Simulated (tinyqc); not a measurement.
From results back to parameters: band folding and unfolding in a supercell of a chain. Two cases, with inputs chosen for the exercise.

Problem. A chain with hopping -t and site energies alternating +V, -V has E = -/+ sqrt(V^2 + 4 t^2 cos^2(ka)); the lower state has weight (1 + 2t cos(ka)/|E|)/2 on k and the rest on k + pi/a. The gap at ka = pi/2 and the full spread at k = 0 come from hidden t and V.

Case 1.

values (eV): gap 1.94000, spread at k = 0 6.45827

Case 2.

values (eV): gap 0.62000, spread at k = 0 3.49543

Find: V, t; weight of the lowest state on k = 0.

Solution. The gap is 2V and the spread 2 sqrt(V^2 + 4t^2).

Case 1.

V, t (eV): 0.970  1.540

weight of the lowest state on k = 0 = 0.9769

Case 2.

V, t (eV): 0.310  0.860

weight of the lowest state on k = 0 = 0.9921

Computed by tinyqc, one run a case: `OMP_NUM_THREADS=1 python tinyqc.py N N+1 out.jsonl` with N = 1480899, 1480930; one thread of a shared Intel(R) Xeon(R) Processor @ 2.30GHz, about 0.01 s a run at most.
